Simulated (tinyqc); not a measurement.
## Gate sheet resistance from two finger widths

Problem. At low frequency R = Rsh Wf/(3 L) + B/Wf, where B collects the channel and vertical terms. Find Rsh, B and the width of lowest R.

Inputs (values chosen for the exercise):

| symbol | value | unit | meaning |
|---|---|---|---|
| L | 0.46 | um | channel length |

input resistance of single fingers, contacted at one end, of width 1.6 and 4 um (ohm): 325.82246  145.18116

Answer. R Wf is a straight line in Wf^2; the minimum of R lies where both terms are equal.

Rsh = 6.10 ohm/square
B = 510 ohm um
width of lowest R = 10.7 um

tinyqc, about 0.01 s, one thread, Intel Xeon 2.30GHz (shared host): `OMP_NUM_THREADS=1 python tinyqc.py 2262206 2262207 out.jsonl`
